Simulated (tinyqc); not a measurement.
From one set of inputs to another, one input at a time: oxide trap near a transistor channel: two-state multiphonon kinetics, telegraph noise and bias instability. Computed by tinyqc, a small Python program. Command: `OMP_NUM_THREADS=1 python tinyqc.py 3011257 3011258 out.jsonl oxidetrap ladder`. One thread of a shared host (Intel(R) Xeon(R) Processor @ 2.30GHz), about 0.03 s of CPU time with the checks.

An n-channel device under positive gate bias. The trap is empty (state 1) or holds an electron (state 2); both states are parabolas of equal curvature, and the electron reservoir is taken at the Fermi level of the channel.

The inputs printed are set A. Inputs not listed in the table keep their values of set A, so the rows need not describe a real material.

Inputs (values chosen for the exercise, with an insulator like HfO2 on silicon): insulator constant eps_ox = 20.9; insulator thickness t_ox = 4.4 nm; trap depth x from the interface = 1.8 nm; tunnel barrier phi_b = 1.5 eV; tunnelling mass m_ox = 0.19 m_0; trap level above E_F at zero field E_t = 0.29 eV; relaxation energy E_R = 1 eV; oxide field F = 1.4 MV/cm; attempt rate k_0 at the interface = 3e+11 1/s; temperature T = 300 K; channel width W = 180 nm; channel length L = 140 nm; frequency f = 40 Hz.

Parts treated: one trap.

Constants: hbar^2/(2 m_0) = 3.80998212 eV angstrom^2; k_B = 8.617333262e-05 eV/K; e = 1.602176634e-19 C; eps_0 = 8.8541878128e-12 F/m.

Method:
- kappa = sqrt(2 m_ox phi_b)/hbar = sqrt(m_ox phi_b/(hbar^2/2m_0)); attenuation length lambda = 1/(2 kappa); factor exp(-x/lambda) for a rectangular barrier.
- E_21 = E_t - e F x is the energy of state 2 over state 1; barriers E_c = (E_R + E_21)^2/(4 E_R), E_e = E_c - E_21; tau_c = exp(E_c/k_B T)/(k_0 P), tau_e = exp(E_e/k_B T)/(k_0 P), P the tunnelling factor; occupation f_2 = tau_e/(tau_c + tau_e); 1/tau_0 = 1/tau_c + 1/tau_e.
- Charge-sheet step dV = e (t_ox - x)/(eps_ox eps_0 W L); Lorentzian spectrum S(f) = 4 dV^2 tau_0^2/((tau_c + tau_e)(1 + (2 pi f tau_0)^2)); corner 1/(2 pi tau_0); variance dV^2 f_2 (1 - f_2) = dV^2 tau_0/(tau_c + tau_e).

Each row keeps all changes above it:
```
input moved                                  from    to  capture time tau_c (s)  emission time tau_e (s)  threshold step dV (mV)
set A                                           -     -              2.1088e-03               4.8492e-04                 0.08933
insulator thickness t_ox (nm)                 4.4   2.3              2.1088e-03               4.8492e-04                 0.01718
channel width W (nm)                          180    83              2.1088e-03               4.8492e-04                 0.03725
relaxation energy E_R (eV)                      1   2.9              1.9940e+05               4.5851e+04                 0.03725
tunnel barrier phi_b (eV)                     1.5  3.09              1.4487e+07               3.3312e+06                 0.03725
tunnelling mass m_ox (m_0)                   0.19  0.39              6.5557e+09               1.5075e+09                 0.03725
trap depth x from the interface (nm)          1.8  0.76              1.0138e+06               8.3481e+02                 0.11474
trap level above E_F at zero field E_t (eV)  0.29  0.17              9.0160e+04               7.7016e+03                 0.11474
```

Capture time tau_c goes from 0.00211 to 90200, a factor 4.28e7 in all. The largest single move comes from relaxation energy E_R (a factor 9.46e7), and trap depth x from the interface works against it (a factor 1.55e-4). Emission time tau_e goes from 4.85e-4 to 7700, a factor 1.59e7 in all. The largest single move comes from relaxation energy E_R (a factor 9.46e7), and trap depth x from the interface works against it (a factor 5.54e-7). Threshold step dV goes from 0.0893 to 0.115, a factor 1.28 in all. The largest single move comes from insulator thickness t_ox (a factor 0.192), but it runs against the net change; the largest move in the direction of the net change is trap depth x from the interface (a factor 3.08). The single moves hold for this order of the switches; the total does not depend on the order.

Extremes, crossings and ranges named in words are read from the listed rows.
